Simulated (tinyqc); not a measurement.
As the film thickens, and with more bath resistance: electroplating on a thin resistive seed layer: kinetics, Wagner number and the terminal effect across a wafer. Computed by tinyqc, a small Python program. Command: `OMP_NUM_THREADS=1 python tinyqc.py 3121390 3121391 out.jsonl terminal walk`. One thread of a shared host (Intel(R) Xeon(R) Processor @ 2.30GHz), about 0.02 s of CPU time with the checks.

Current enters the seed at the rim. The bath is treated as a local resistance per area (no lateral flow in the liquid), two electrons per ion, molar volume 7.11 cm^3/mol, Faraday constant F = e N_A, kinematic viscosity 0.01 cm^2/s, omega = 2 pi x rpm/60; k_B T/e is in volts.

Inputs (values chosen for the exercise, of the order of those for copper plating on a thin cobalt or ruthenium seed): wafer radius R = 15 cm; seed thickness t = 34 nm; seed resistivity = 9.5 microohm cm; bath conductivity kappa = 0.031 S/cm; gap to the anode h = 12 cm; extra resistance of a porous plate = 0 ohm cm^2; exchange current density i_0 = 0.052 mA/cm^2; cathodic transfer coefficient alpha = 0.85; mean current density = 3.6 mA/cm^2; diffusivity of the metal ion = 6.2e-06 cm^2/s; metal ion concentration = 0.77 mol/L; rotation rate = 100 rpm; temperature T = 298 K.

Constants: e = 1.602176634e-19 C; N_A = 6.02214076e+23 1/mol; k_B = 8.617333262e-05 eV/K.

Method:
- Growth rate = i V_m/(2 F). Levich limit i_L = 0.62 x 2 F D^(2/3) omega^(1/2) nu^(-1/6) c. Tafel overpotential eta = (k_B T/(alpha e)) ln(i/i_0); kinetic resistance k_B T/(alpha e i); bath resistance h/kappa + plate; R_s = resistivity/t; Wagner number = kinetic resistance x kappa/R.
- Full model: seed potential phi(r) with (1/r)(r phi')' = R_s i, where i solves phi = R_b i + (k_B T/(alpha e)) ln(i/i_0) (phi being the driving voltage left at r); phi'(0) = 0 and phi'(R) = R_s i_mean R/2. Solved by collocation to a tolerance of 1e-7.
- The film is taken as uniform, with the seed resistivity; the last column adds 100 ohm cm^2 to R_b. Extra power of that plate = i^2 x 100 ohm cm^2 x area.

sheet resistance R_s = 2.79412 ohm/square

bath resistance R_b = 387.097 ohm cm^2

Edge over centre:
```
thickness (nm)  R_s (ohm/square)  as given  with 100 ohm cm^2 more
34                        2.7941    1.4385                  1.3432
51                        1.8627    1.2830                  1.2229
68                        1.3971    1.2088                  1.1650
102                       0.9314    1.1369                  1.1086
170                       0.5588    1.0811                  1.0645
340                       0.2794    1.0401                  1.0320
680                       0.1397    1.0200                  1.0159
```

extra power = 0.91609 W

What does the comparison show, and why?

The ratio falls below 1.1 from 170 nm on as given, and from 170 nm on with the added resistance: what counts is R_s R^2 against the sum of kinetic and bath resistance.
